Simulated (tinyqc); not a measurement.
Worked calculation: CCD on RHF in the sto-3g basis, for H3-, spin multiplicity 1. The basis has no diffuse functions, so it cannot describe the extra electron: this is an exercise in the method, not the real anion. Computed by tinyqc, a small Python program that keeps every step (integrals from PySCF). Settings: charge = -1, multiplicity = 1, basis = sto-3g, method = RHF, energy threshold = 1e-10, iteration cap = 88, orthogonalisation = canonical, start = core, DIIS depth = 6, amplitude equations = CCD, DIIS depth for amplitudes = 4, cap on updates = 60. Command: `OMP_NUM_THREADS=1 python tinyqc.py 23009 23010 out.jsonl` (the two numbers bound the seeds that draw the settings). One thread of a shared host (Intel(R) Xeon(R) Processor @ 2.60GHz), about 0.05 s of CPU time with the checks. The early iterations of the SCF are left out here.

## One-electron integrals

Geometry (angstrom):
```
atom         x         y          z
H     0.000000  0.000000   0.000000
H     0.000000  0.000000   0.912000
H     0.000000  0.897000  -0.163000
```

Basis sto-3g: exponents (1/bohr^2) and contraction coefficients of normalised primitives:
```
element  l (shell)  exponent  coefficient
H            s (1)  3.425251     0.154329
H            s (1)  0.623914     0.535328
H            s (1)  0.168855     0.444635
```

Overlap, kinetic and nuclear-attraction integrals over the contracted functions; the nuclear repulsion is the sum of Za Zb / Rab.

nuclear repulsion = 1.53863503 hartree

overlap S, order 1H 1s, 2H 1s, 3H 1s:
```
[[1.000000, 0.549728, 0.549921],
 [0.549728, 1.000000, 0.295665],
 [0.549921, 0.295665, 1.000000]]
```

kinetic energy T (hartree), order 1H 1s, 2H 1s, 3H 1s:
```
[[0.760032, 0.147263, 0.147401],
 [0.147263, 0.760032, 0.019735],
 [0.147401, 0.019735, 0.760032]]
```

nuclear attraction V (hartree), order 1H 1s, 2H 1s, 3H 1s:
```
[[-2.336872, -1.175021, -1.175529],
 [-1.175021, -2.157289, -0.591693],
 [-1.175529, -0.591693, -2.157447]]
```

core Hamiltonian H = T + V (hartree), order 1H 1s, 2H 1s, 3H 1s:
```
[[-1.576840, -1.027759, -1.028128],
 [-1.027759, -1.397257, -0.571958],
 [-1.028128, -0.571958, -1.397415]]
```

## Two-electron integrals

Functions are numbered as in S; the eight-fold symmetry (ij|kl) = (ji|kl) = (kl|ij) leaves the list below.

Two-electron integrals (ij|kl) in chemists' order, unique and non-zero (hartree):
```
(11|11) 0.774606   (21|11) 0.351836   (21|21) 0.197884   (22|11) 0.507622
(22|21) 0.351836   (22|22) 0.774606   (31|11) 0.351992   (31|21) 0.163893
(31|22) 0.242755   (31|31) 0.198038   (32|11) 0.165609   (32|21) 0.092403
(32|22) 0.163170   (32|31) 0.092434   (32|32) 0.050754   (33|11) 0.507729
(33|21) 0.242698   (33|22) 0.367544   (33|31) 0.351992   (33|32) 0.163170
(33|33) 0.774606
```

## Orthogonalisation

S = U s U^T; canonical form X = U s^(-1/2), so that X^T S X = 1. Each column of U has its largest component positive (the first on a tie).

eigenvalues of S: [0.356335, 0.704335, 1.939330]

X, order 1H 1s, 2H 1s, 3H 1s:
```
[[1.290447, -0.000223, 0.457893],
 [-0.754989, 0.842757, 0.391101],
 [-0.755703, -0.842342, 0.391172]]
```

## Iteration 7 (converged): orbitals

converged F (hartree), order 1H 1s, 2H 1s, 3H 1s:
```
[[0.061460, -0.255367, -0.255485],
 [-0.255367, 0.124083, -0.117250],
 [-0.255485, -0.117250, 0.123899]]
```

Diagonalise F' = X^T F X, C = X C', fill 2 alpha and 2 beta electrons from the bottom; D = 2 C_occ C_occ^T. Each column has its largest component positive (the first on a tie).

F' = X^T F X (hartree):
```
[[1.105928, -0.000085, -0.048828],
 [-0.000085, 0.342508, 0.000083],
 [-0.048828, 0.000083, -0.168037]]
```

orbital energies (hartree): [-0.169906, 0.342508, 1.107797]

coefficients C, order 1H 1s, 2H 1s, 3H 1s:
```
[[0.506910, 0.000003, 1.271991],
 [0.361811, 0.842724, -0.769492],
 [0.362116, -0.842375, -0.770012]]
```

D after iteration 7, order 1H 1s, 2H 1s, 3H 1s:
```
[[0.513915, 0.366815, 0.367116],
 [0.366815, 1.682180, -1.157743],
 [0.367116, -1.157743, 1.681446]]
```

## Convergence

Stop when the energy changes by less than 1e-10 hartree and every element of the error matrix X^T (F D S - S D F) X is below 3e-06.

Course of the cycle:
```
iteration  E (hartree)     change  largest element of the error matrix
1          -1.12300247          -                             1.71e-01
2          -1.13602887  -1.30e-02                             2.27e-02
3          -1.13626105  -2.32e-04                             6.37e-05
4          -1.13626105  -1.73e-09                             1.50e-05
5          -1.13626105  -8.45e-11                             6.08e-06
6          -1.13626105  -1.01e-11                             3.83e-06
7          -1.13626105  -3.09e-12                             2.80e-06
```

PySCF RHF in the same basis = -1.13626105 hartree

Converged in 7 iterations.

## Integrals over molecular orbitals

(pq|rs) = sum C_ip C_jq C_kr C_ls (ij|kl), one index at a time.

one-electron integrals over orbitals h = C^T H C (hartree):
```
[[-1.675644, -0.000016, -0.063708],
 [-0.000016, -1.171854, 0.000002],
 [-0.063708, 0.000002, -0.859042]]
```

Two-electron integrals over orbitals (pq|rs), unique and non-zero (hartree):
```
(11|11) 0.587012    (21|11) -0.000077   (21|21) 0.145036    (22|11) 0.531881
(22|21) 0.000093    (22|22) 0.595637    (31|11) 0.060069    (31|21) 0.000040
(31|22) -0.057657   (31|31) 0.138943    (32|11) 0.000062    (32|21) -0.118953
(32|22) -0.000086   (32|31) -0.000037   (32|32) 0.117128    (33|11) 0.589605
(33|21) -0.000065   (33|22) 0.521850    (33|31) 0.096596    (33|32) 0.000057
(33|33) 0.638687
```

## CCD: starting amplitudes

t_ij^ab = <ij||ab> / (e_i + e_j - e_a - e_b), whose energy is MP2.

Starting amplitudes (spin orbitals 1a, 1b, ...; amplitudes related by a flip of all spins are not repeated):
```
from      to          t
2a 2b  3a 3b  -0.076525
1a 1b  3a 3b  -0.054372
1a 2b  3a 3b   0.000018
```

correlation energy = -0.01651787 hartree

## CCD: amplitude update 1

t_ij^ab D_ij^ab are set to the remaining terms of the spin-orbital equations, evaluated with the old amplitudes; for the doubles these are <ij||ab> + 1/2 <ab||ef> t_ij^ef + 1/2 <mn||ij> t_mn^ab + P(ij)P(ab) <mb||ej> t_im^ae + terms in t^2, D the orbital-energy denominators.

Amplitudes after update 1 (spin orbitals 1a, 1b, ...; amplitudes related by a flip of all spins are not repeated):
```
from      to          t
2a 2b  3a 3b  -0.101487
1a 1b  3a 3b  -0.067866
1a 2b  3a 3b   0.000031
```

correlation energy = -0.02131642 hartree

## CCD: convergence

E_corr = 1/4 sum <ij||ab> t_ij^ab; stop when the norm of the change is below 1e-8.

Course of the amplitude iterations:
```
update  correlation energy (hartree)  norm of the change
0                        -0.01651787                   -
1                        -0.02131642            5.68e-02
2                        -0.02268039            1.74e-02
3                        -0.02325744            5.75e-03
4                        -0.02324556            6.27e-04
5                        -0.02324647            6.08e-06
6                        -0.02324618            2.78e-06
7                        -0.02324618            1.63e-09
```

Converged amplitudes (spin orbitals 1a, 1b, ...; amplitudes related by a flip of all spins are not repeated):
```
from      to          t
2a 2b  3a 3b  -0.114258
1a 1b  3a 3b  -0.070988
1a 2b  3a 3b   0.000042
```

CCD total energy = -1.15950724 hartree

Converged in 7 updates, with DIIS from the third.
